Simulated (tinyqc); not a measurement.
# Resistance of a tapered via with liner, size effect and interface: what changes with what

A round via whose diameter grows from db at the bottom as D(z) = db + 2 z/tan(ang). The fill, of diameter D - 2 tl, starts above the bottom liner (thickness fb tl) and has rho = rho0 (1 + ks lam/(D - 2 tl)); the sidewall liner conducts in parallel with it. The bottom liner and the interface are crossed over the full area pi db^2/4. Spreading in the lines above and below is left out.

Inputs (values chosen for the exercise); fill metal close to molybdenum:
```
symbol,value,unit,meaning
db,60,nm,diameter at the bottom
hv,230,nm,height
ang,88,degrees,sidewall angle
rho0,5.43,uohm cm,bulk resistivity of the fill
lam,11,nm,mean free path of the fill
ks,1.6,,size-effect factor
tl,0.1,nm,liner on the sidewall
fb,1,,liner at the bottom over that on the sidewall
rl,200,uohm cm,resistivity of the liner
ri,1.5e-12,ohm cm^2,interface resistivity at the bottom
Sb,1.3e15,S/m^2,"ballistic conductance per area, about 3/(4 rho0 lam)"
rho2,5.19,uohm cm,bulk resistivity of the second fill (close to tungsten)
lam2,15.7,nm,its mean free path
tl2,2.6,nm,its liner
```

Each table varies one quantity; the others keep the values above.

## Via resistance against the diameter at the bottom

Slices between z0 = fb tl and hv, evaluated at their midpoints: conductance per length pi/4 [(D - 2 tl)^2/rho + (D^2 - (D - 2 tl)^2)/rl], slice resistance = slice height over that. 2000 slices. R_fill = sum of the slices; R_bottom = rl fb tl/(pi db^2/4); R_interface = ri/(pi db^2/4); ballistic (Sharvin) limit 1/(Sb pi (db - 2 tl)^2/4); ideal cylinder rho0 hv/(pi db^2/4).

Via resistance against the diameter at the bottom:

| db (nm) | R_fill (ohm) | R_bottom (ohm) | R_interface (ohm) | R (ohm) | ballistic limit (ohm) | R over ideal cylinder | largest part |
|---|---|---|---|---|---|---|---|
| 6 | 363.8 | 7.074 | 5.305 | 376.2 | 29.11 | 0.8516 | fill |
| 8.3 | 198.3 | 3.696 | 2.772 | 204.7 | 14.93 | 0.8870 | fill |
| 11 | 117.1 | 2.105 | 1.578 | 120.8 | 8.397 | 0.9189 | fill |
| 16 | 57.78 | 0.9947 | 0.7460 | 59.53 | 3.923 | 0.9583 | fill |
| 22 | 31.47 | 0.5261 | 0.3946 | 32.39 | 2.061 | 0.9859 | fill |
| 30 | 17.28 | 0.2829 | 0.2122 | 17.78 | 1.103 | 1.006 | fill |
| 42 | 8.950 | 0.1444 | 0.1083 | 9.203 | 0.5605 | 1.021 | fill |
| 58 | 4.732 | 0.07570 | 0.05677 | 4.864 | 0.2932 | 1.029 | fill |
| 80 | 2.497 | 0.03979 | 0.02984 | 2.567 | 0.1538 | 1.033 | fill |

What does the table show?

R falls from 376 to 2.57 ohm. The fill is the largest part at db = 6 and in all other rows. R goes as db^(-1.87) between the first two rows and db^(-1.99) between the last two; area alone gives -2.

## Via resistance against the sidewall angle

Same model as above.

2000 slices.

The same in every row: R_bottom (ohm) = 0.07074; R_interface (ohm) = 0.05305; ballistic limit (ohm) = 0.2739.

Result of one run:

| ang (degrees) | R_fill (ohm) | R (ohm) | R over ideal cylinder | largest part |
|---|---|---|---|---|
| 89 | 5.002 | 5.126 | 1.160 | fill |

What becomes of these results when the sidewall angle ang is changed from 89 to 84 degrees, all else the same?

Result of the changed run:

| ang (degrees) | R_fill (ohm) | R (ohm) | R over ideal cylinder | largest part |
|---|---|---|---|---|
| 84 | 3.018 | 3.141 | 0.7112 | fill |

The whole series:

| ang (degrees) | R_fill (ohm) | R (ohm) | R over ideal cylinder | largest part |
|---|---|---|---|---|
| 90 | 5.752 | 5.875 | 1.330 | fill |
| 89 | 5.002 | 5.126 | 1.160 | fill |
| 88 | 4.424 | 4.548 | 1.030 | fill |
| 87 | 3.965 | 4.088 | 0.9256 | fill |
| 86 | 3.590 | 3.714 | 0.8409 | fill |
| 84 | 3.018 | 3.141 | 0.7112 | fill |
| 82 | 2.599 | 2.723 | 0.6165 | fill |

R falls from 5.88 to 2.72 ohm. The fill is the largest part at ang = 90 and in all other rows. The share of the two bottom terms goes from 2.11 to 4.55 %.

## Two fill metals against the diameter

2000 slices. R_fill = sum of the slices; R_bottom = rl fb tl/(pi db^2/4); R_interface = ri/(pi db^2/4). The second fill has rho2, lam2 and tl2 in place of rho0, lam and tl.

Two fill metals against the diameter:

| db (nm) | R, first fill (ohm) | R, second fill (ohm) | ratio second/first |
|---|---|---|---|
| 8.5 | 195.8 | 898.9 | 4.591 |
| 12 | 102.5 | 327.5 | 3.194 |
| 17 | 53.05 | 130.6 | 2.462 |
| 24 | 27.39 | 56.60 | 2.066 |
| 35 | 13.16 | 23.81 | 1.809 |
| 49 | 6.791 | 11.30 | 1.664 |
| 70 | 3.348 | 5.227 | 1.561 |
| 100 | 1.644 | 2.453 | 1.491 |

Read the table: what changes, and by how much?

The ratio goes from 4.59 to 1.49. The first fill gives the lower R in every row.

tinyqc, about 0.01 s, one thread, Intel Xeon 2.30GHz (shared host): `OMP_NUM_THREADS=1 python tinyqc.py 2750031 2750032 out.jsonl`
